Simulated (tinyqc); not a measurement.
Transverse acoustic branch against its sound line: Keating valence-force model of a tetrahedral crystal. Computed by tinyqc, a small Python program. Command: `OMP_NUM_THREADS=1 python tinyqc.py 3002903 3002904 out.jsonl keating walk`. One thread of a shared host (Intel(R) Xeon(R) Processor @ 2.30GHz), about 0.02 s of CPU time with the checks.

Atom A sits at 0 and atom B at a/4 (1,1,1) of an fcc lattice; the four bonds from A are t = a/4 (1,1,1), a/4 (1,-1,-1), a/4 (-1,1,-1), a/4 (-1,-1,1), of length d = sqrt(3) a/4. Energy: E = (3 alpha/(8 d^2)) sum over bonds (r.r - d^2)^2 + (3 beta/(8 d^2)) sum over pairs of bonds at one atom (r_i.r_j + d^2/3)^2, with beta_A for the six pairs at A and beta_B for the six at B. The cell holds two atoms, Omega = a^3/4. 1 N/m = 1 J/m^2. With constants fitted to the elastic moduli this model puts optical and zone-boundary frequencies of real crystals too high, by up to about 20 % in elemental crystals and up to about 50 % in compounds, and mostly by more for TA modes; in compounds the lattice part of the static dielectric constant then comes out too low.

Inputs (values chosen for the exercise, modelled on cubic gallium nitride):
```
quantity,value,unit
lattice constant a,4.52,angstrom
mass M_A,69.72,u
mass M_B,14.007,u
bond stretching alpha,79.4,N/m
bond bending beta_A,16.8,N/m
bond bending beta_B,16.8,N/m
```

Structure: zinc blende.

Constants: nu for 1 eV/(angstrom^2 u) = 15.6333042 THz; 1 eV/angstrom^2 = 16.02176634 J/m^2; u = 1.6605390666e-27 kg.

Method:
- beta = (beta_A + beta_B)/2; C11 = (alpha + 3 beta)/a, C12 = (alpha - beta)/a, C44 = 4 alpha beta/(a (alpha + beta)); with the two sublattices clamped C44(0) = (alpha + beta)/a; internal-strain parameter zeta = (alpha - beta)/(alpha + beta); B = (C11 + 2 C12)/3.
- With displacements u exp(i q.r), each bracket changes by g.u, where g = (g_A, g_B): bond t, g = (-2 t, 2 t exp(i q.t)); pair (i, j) at A, g = (-(t_i + t_j), t_i exp(i q.t_j) + t_j exp(i q.t_i)); pair at B, g = (-t_i exp(-i q.t_j) - t_j exp(-i q.t_i), t_i + t_j). Then D_mn = sum over the 4 bonds and 12 pairs of (4 k/a^2) conj(g_m) g_n / sqrt(M_m M_n), with k = alpha or beta converted to eV/angstrom^2. Only the short-range forces enter; the Coulomb field of the charges is left out.
- An eigenvalue lambda of D in eV/(angstrom^2 u) gives nu = 15.6333042 THz x sqrt(lambda).
- The sound line is nu = v q/(2 pi) with v = sqrt(C44/rho), rho = (M_A + M_B)/Omega; the clamped line uses C44(0).

C44 = 122.709 GPa

clamped C44(0) = 212.832 GPa

Frequencies (THz) along G-X:
```
q (2 pi/a),lowest branch,"sound line, relaxed C44","sound line, clamped C44(0)",third-lowest frequency,highest frequency
0.05,0.4989,0.4993,0.658,0.7632,22.432
0.15,1.4874,1.4980,1.973,2.2727,22.425
0.30,2.9109,2.9960,3.946,4.4325,22.399
0.45,4.2034,4.4940,5.919,6.3686,22.355
0.60,5.2929,5.9920,7.891,7.9747,22.298
0.75,6.1041,7.4900,9.864,9.1516,22.238
0.90,6.5671,8.9880,11.837,9.8155,22.196
1.00,6.6576,9.9867,13.152,9.9446,22.187
```

What does the comparison show, and why?

At small q the branch follows the relaxed line (0.999 of it, against 0.759 of the clamped one): in a long shear wave the sublattices shift against each other. At X it reaches 67 % of the relaxed line. Real tetrahedral semiconductors have flatter TA branches than a Keating model fitted to their elastic constants, which needs longer-ranged terms to mend.

Extremes, crossings and ranges named in words are read from the listed rows.
